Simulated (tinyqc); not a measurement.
## Round nanowire with a gate all round, subbands and threshold shift from confinement: charge and subband filling against gate voltage

Undoped body with a flat potential across it, hard walls, transport along x. Three valley pairs (g = 2 each) with the longitudinal mass along x, y or z. Non-parabolicity enters the subband edges through E (1 + al E) = gamma, so E = 2 gamma/(1 + sqrt(1 + 4 al gamma)); motion within a subband is taken as parabolic with the band-edge mass. Energies are counted from the bulk band edge.

gamma = C (2 z/(t + dl))^2 (1/my + 1/mz)/2, z the zeros of the Bessel functions J_l (2.404826, 3.831706, 5.135622, 5.520078, ...), twofold for l > 0; the mean inverse mass is an approximation for anisotropic valleys, C = hbar^2/(2 m0). Each subband has N_k = g sqrt(2 mx m0 kB T/(pi hbar^2)). With degeneracy n = sum N_k F((EF - E_k)/Vt), F(x) = (1/sqrt(pi)) int_0^infinity u^(-1/2) du/(1 + exp(u - x)); gate: Vg = EF + q n/(Cg P), P = pi t, summed over the 60 lowest subbands at most, with Vg counted from the value that would put EF at the bulk band edge of an empty body. Cq = q dn/dEF.

Parameters, values chosen for the exercise; masses close to those of silicon:
```
symbol,value,unit,meaning
T,300,K,temperature
ml,0.907,m0,longitudinal mass
mt,0.187,m0,transverse mass
al,0.5,1/eV,non-parabolicity
t,3.7,nm,diameter
dl,0.2,nm,widening of the box by penetration into the insulator
Cg,2.4,uF/cm^2,gate capacitance per area of interface
```

Constants: q = 1.602176634e-19 C, kB = 1.380649e-23 J/K, hbar = 1.054571817e-34 J s, m0 = 9.1093837015e-31 kg, Vt = kB T/q, hbar^2/(2 m0) = 0.0380998212 eV nm^2. Results are converted to the units shown.

Result of one run:
```
EF - E_1 (eV)	n (cm^-1)	n/P (cm^-2)	share of the lowest subband (%)	Cq/(Cg P)	total C/(Cg P)
0.03279	9.840e6	8.465e12	46.84	9.264	0.9026
```

Which gate voltage Vg gave this result: 0.14, 0.4, 0.65 or 0.77 V?

Vg = 0.77 V.

The whole series:
```
Vg (V)	EF - E_1 (eV)	n (cm^-1)	n/P (cm^-2)	share of the lowest subband (%)	Cq/(Cg P)	total C/(Cg P)
0.02	-0.1533	2.180e4	1.875e10	48.88	0.04834	0.04611
0.14	-0.06643	5.982e5	5.146e11	48.83	1.263	0.5582
0.27	-0.02889	2.208e6	1.900e12	48.65	4.055	0.8022
0.4	-0.007931	4.107e6	3.533e12	48.37	6.367	0.8643
0.52	0.006855	5.939e6	5.109e12	48.02	7.802	0.8864
0.65	0.02082	7.959e6	6.847e12	47.50	8.745	0.8974
0.77	0.03279	9.840e6	8.465e12	46.84	9.264	0.9026
0.9	0.04520	1.189e7	1.023e13	45.90	9.695	0.9065
1.02	0.05620	1.379e7	1.186e13	44.79	10.15	0.9103
```

EF passes E_1 = 0.172 eV at Vg = 0.462 V. The share of the lowest subband falls from 48.9 to 44.8 % and the total capacitance rises from 0.0461 to 0.910 of Cg P. In the last row 9.2 % of an added gate voltage goes into raising EF (from the last two rows). For Vg = 0.52, 0.65, 0.77, 0.9, 1.02 the charge would bend the potential across the body noticeably, which is left out.

Range of the model: For the strongly anisotropic y and z valleys the mean inverse mass serves only for l = 0; pairs with l > 0 really split widely.

tinyqc, about 0.2 s, one thread, Intel Xeon 2.30GHz (shared host): `OMP_NUM_THREADS=1 python tinyqc.py 2350056 2350057 out.jsonl`
